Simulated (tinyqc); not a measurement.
## Phonon and roughness prefactors from two fields

Question. At 300 K and high field 1/mu = E^(1/3)/Ap + E^gs/As, E in MV/cm. Find Ap and As.

Values chosen for this exercise: exponent of the roughness term gs = 2.

mu at E = 0.52 and 1.26 MV/cm (cm^2/(V s)): 489.14618  264.30325

Solution. Two linear equations in 1/Ap and 1/As.

Ap = 443.0 cm^2/(V s)
As = 1180 cm^2/(V s)

Program tinyqc, `OMP_NUM_THREADS=1 python tinyqc.py 2510001 2510002 out.jsonl`; Intel Xeon 2.30GHz, shared host, one thread, about 0.01 s.
